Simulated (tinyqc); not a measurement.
CIS on RHF in the sto-3g basis, for H3+, spin multiplicity 1, step by step. One step of it, computed by the program tinyqc.

Task: CIS matrix, singlets. A(ia,jb) = (e_a - e_i) d_ij d_ab + 2 (ia|jb) - (ij|ab).

orbital energies (hartree): MO1 -0.974506, MO2 -0.137065, MO3 -0.136985

Two-electron integrals over orbitals (pq|rs), unique and non-zero (hartree):
```
p,q,r,s,(pq|rs)
1,1,1,1,0.534488
2,1,2,1,0.147026
2,2,1,1,0.524754
2,2,2,2,0.617297
3,1,1,1,0.000014
3,1,2,2,-0.104356
3,1,3,1,0.147028
3,2,2,1,-0.104368
3,2,3,2,0.081775
3,3,1,1,0.524772
3,3,2,2,0.453785
3,3,3,1,0.104361
3,3,3,3,0.617302
```

Give: CIS matrix A, singlet.

Result:

CIS matrix A, singlet (hartree):
```
,1>2,1>3
1>2,0.607,0.000
1>3,0.000,0.607
```
